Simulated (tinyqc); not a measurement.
# Thermionic-field emission through a Schottky barrier, WKB: effects of single changes

Metal on an n-type semiconductor with one parabolic valley; V > 0 is forward bias (metal positive). Energies E are counted from the conduction edge of the neutral semiconductor, whose Fermi level lies at -xi; that of the metal lies at -xi - V. The barrier is a parabola of height Vd = phi - xi - V (depletion approximation, no image force).

Parameters, values chosen for the exercise; band and dielectric values those of a made-up semiconductor:
```
symbol   value   unit                             meaning
T          300      K                         temperature
me      0.0332     m0                       electron mass
eps_r     13.7                      relative permittivity
phi       0.65     eV  barrier height seen from the metal
Nd      4.5e17  cm^-3                       donor density
```

Constants: q = 1.602176634e-19 C, kB = 1.380649e-23 J/K, eps0 = 8.8541878128e-12 F/m, hbar = 1.054571817e-34 J s, h = 6.62607015e-34 J s, m0 = 9.1093837015e-31 kg, Vt = kB T/q. Results are converted to the units shown.

Each table varies one quantity; the others keep the values above.

## Current against forward bias

Nc = 2 (2 pi me m0 kB T/h^2)^1.5 (times 1e-6 for cm^-3); Nd = Nc F12(-xi/Vt), F12(x) = (2/sqrt(pi)) int_0^infinity sqrt(u)/(1 + exp(u - x)) du; E00 = (hbar/2) sqrt(Nd/(me m0 eps0 eps_r)) in SI units (volts). For E < Vd, ln T(E) = -(Vd/E00) [sqrt(1 - y) - y ln((1 + sqrt(1 - y))/sqrt(y))], y = E/Vd; T(E) = 1 above. J = A* T (q/kB) int_0^infinity T(E) N(E) dE, N = ln[(1 + exp((-xi - E)/Vt))/(1 + exp((-xi - V - E)/Vt))], A* = 4 pi q me m0 kB^2/h^3 (times 1e-4 for A/(cm^2 K^2)). The integral is converged to the digits shown; the share over the barrier is that of E > Vd, and 0 means below 1e-6 %. n = (dV/d ln J)/Vt.

Current against forward bias:
```
V (V)	J (A/cm^2)	share over the barrier (%)	mean E/Vd	n
0.103	0.05337	0.427	0.6257	1.169
0.158	0.3205	0.607	0.6260	1.196
0.213	1.886	0.867	0.6264	1.204
0.268	10.99	1.25	0.6273	1.210
0.323	63.37	1.82	0.6290	1.219
0.378	359.6	2.69	0.6325	1.233
0.433	1991	4.08	0.6397	1.256
0.488	1.058e4	6.44	0.6543	1.296
```

What does the table show?

J rises from 0.0534 to 10600 A/cm^2, and n rises from 1.17 to 1.30. The Padovani-Stratton slope is (E00/Vt) coth(E00/Vt) = 1.16; the middle row is 4.7 % above it.

## Contact resistivity against barrier height

Same model as above.

The contact resistivity is rho_c = 1/(dJ/dV) at V = 0, where N becomes V f/Vt with f = 1/(1 + exp((E + xi)/Vt)).

Contact resistivity against barrier height:
```
phi (eV)	rho_c (ohm cm^2)	thermionic Vt exp(phi/Vt)/(A* T^2) (ohm cm^2)
0.15	1.817e-6	2.383e-5
0.29	1.279e-4	0.005359
0.42	0.007953	0.8185
0.56	0.7242	184.0
0.69	49.16	2.811e4
0.83	4704	6.320e6
0.96	3.290e5	9.652e8
1.1	3.221e7	2.170e11
```

rho_c rises from 1.82e-6 to 3.22e7 ohm cm^2; between the last two rows it grows by a factor e every 30.5 meV, against E00 coth(E00/Vt) = 30.1 meV and Vt = 25.9 meV for pure emission.

Range of the model: The depletion approximation, a parabolic band and the neglect of image-force lowering make these currents estimates at high doping.

Numbers from tinyqc (`OMP_NUM_THREADS=1 python tinyqc.py 2640111 2640112 out.jsonl`; about 0.05 s on one thread of a shared Intel Xeon 2.30GHz).
